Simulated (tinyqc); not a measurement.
## Bulk transistor, scale length and short-channel effects: effect of the depletion depth

A gate, an insulator of thickness ti and a depleted layer of depth ts on a conducting body. Below threshold the potential that source and drain add obeys Laplace's equation and vanishes on the gate and at the bottom of the depleted layer. Its lowest mode decays along the channel as exp(-k y); k is the smallest positive root of the matching condition at the interface, and the scale length is Lambda = pi/k.

k is the smallest positive root of f(k) = eps_r sin(k ti) cos(k ts) + ei cos(k ti) sin(k ts). Along the channel psi(y) = s + a exp(y/l) + b exp(-y/l) with psi(0) = Vbi, psi(L) = Vbi + Vds and l = 1/k = Lambda/pi; with A = Vbi - s, B = A + Vds, x = exp(-L/l): a = (B - A x) x/(1 - x^2), b = (A - B x)/(1 - x^2). The minimum is s + 2 sqrt(a b), at y = (l/2) ln(b/a). The long-channel potential follows the gate as s = sT + (Vg - VTL)/m, and the threshold VT is the gate voltage at which the minimum equals sT. Swing = m Vt ln 10/g at threshold, g = d(minimum)/ds = 1 - (b x + a)/((1 + x) sqrt(a b)). DIBL = [VT(0.05 V) - VT(Vds)]/(Vds - 0.05 V). sT and Vbi are held fixed; m = 1 + eps_r ti/(ei ts) in each row.

Parameters, values chosen for the exercise; permittivities: semiconductor close to that of silicon, insulator close to that of zirconium oxide:
- T = 400 K (temperature)
- eps_r = 11.9 (relative permittivity of the semiconductor)
- ei = 24.6 (relative permittivity of the insulator)
- ti = 4.4 nm (insulator thickness)
- L = 16 nm (channel length)
- Vbi = 0.85 V (potential of the source)
- sT = 0.73 V (potential of the barrier top at threshold)
- Vds = 0.6 V (drain voltage)

Constants: q = 1.602176634e-19 C, kB = 1.380649e-23 J/K, Vt = kB T/q. Results are converted to the units shown.

Result of one run:

| Lambda (nm) | L/Lambda | VT - VTL at Vds (mV) | DIBL (mV/V) | swing (mV/decade) |
|---|---|---|---|---|
| 11.10 | 1.442 | -104.2 | 103.4 | 136.8 |

Which depletion depth ts gave this result: 6.2, 7.7, 9.6 or 12 nm?

ts = 7.7 nm.

The whole series:

| ts (nm) | Lambda (nm) | L/Lambda | VT - VTL at Vds (mV) | DIBL (mV/V) | swing (mV/decade) |
|---|---|---|---|---|---|
| 3.2 | 8.004 | 1.999 | -47.87 | 46.09 | 149.6 |
| 4 | 8.539 | 1.874 | -55.04 | 53.28 | 141.4 |
| 5 | 9.193 | 1.741 | -65.33 | 63.67 | 136.4 |
| 6.2 | 10.00 | 1.600 | -80.32 | 78.92 | 134.6 |
| 7.7 | 11.10 | 1.442 | -104.2 | 103.4 | 136.8 |
| 9.6 | 12.63 | 1.267 | -143.6 | 144.4 | 144.5 |
| 12 | 14.74 | 1.086 | -208.7 | 212.9 | 160.2 |

As ts goes from 3.2 to 12 nm, Lambda rises from 8.00 to 14.7 nm, DIBL rises from 46.1 to 213 mV/V and the swing goes from 150 through a minimum of 135 (at ts = 6.2 nm among the rows listed) to 160 mV a decade. On average Lambda goes as ts^(0.46). For ts = 7.7 to 12 nm L is under 1.5 Lambda, where higher modes, left out of the one-mode potential, count. At ts = 3.2 nm the semiconductor is under 4 nm thick, where quantum confinement shifts the threshold.

tinyqc, about 0.01 s, one thread, Intel Xeon 2.30GHz (shared host): `OMP_NUM_THREADS=1 python tinyqc.py 2420020 2420021 out.jsonl`
